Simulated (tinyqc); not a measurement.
## Conductivities from two wire lengths

Inverse problem. A wire with uniform heating p0 per length and ends at the substrate temperature has theta(L/2) = (p0/g)[1 - 1/cosh(L/(2 LH))], LH = sqrt(kap A/g). Find LH, g and kap.

Values chosen for this exercise: cross-section A = 250 nm^2; peak heating per length p0 = 0.077 uW/nm.

theta at the middle for L = 850 and 1700 nm (K): 72.732422  152.26053

Solution. With c = cosh(L1/(2 LH)) the longer wire has 2 c^2 - 1. The ratio of the two rises falls steadily from 4 to 1 as c grows, so it fixes c; g and kap follow.

LH = 427 nm
g = 0.370 W/(m K)
kap = 270 W/(m K)

Numbers from tinyqc (`OMP_NUM_THREADS=1 python tinyqc.py 2520038 2520039 out.jsonl`; about 0.01 s on one thread of a shared Intel Xeon 2.30GHz).
